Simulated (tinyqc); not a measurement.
# Trap density and grain size from the barrier

Question. With all traps filled Vb = q Qt^2/(8 eps0 eps_r N), and in that limit the barrier is largest at N* = Qt/Lg. Find Qt, Lg and the depleted width Qt/N.

Parameters, values chosen for the exercise:
```
symbol,value,unit,meaning
eps_r,11.7,,relative permittivity of the semiconductor
```

Constants: q = 1.602176634e-19 C, eps0 = 8.8541878128e-14 F/cm where lengths are in cm. Results are converted to the units shown.

barrier at N = 4.5e18 cm^-3 = 0.038664804 V
doping of the largest barrier = 1.5e18 cm^-3

Solution. The barrier gives Qt, and N* then gives Lg.

Qt = 3.000e12 cm^-2
Lg = 20.00 nm
depleted width = 6.667 nm

Numbers from tinyqc (`OMP_NUM_THREADS=1 python tinyqc.py 2610148 2610149 out.jsonl`; about 0.01 s on one thread of a shared Intel Xeon 2.30GHz).
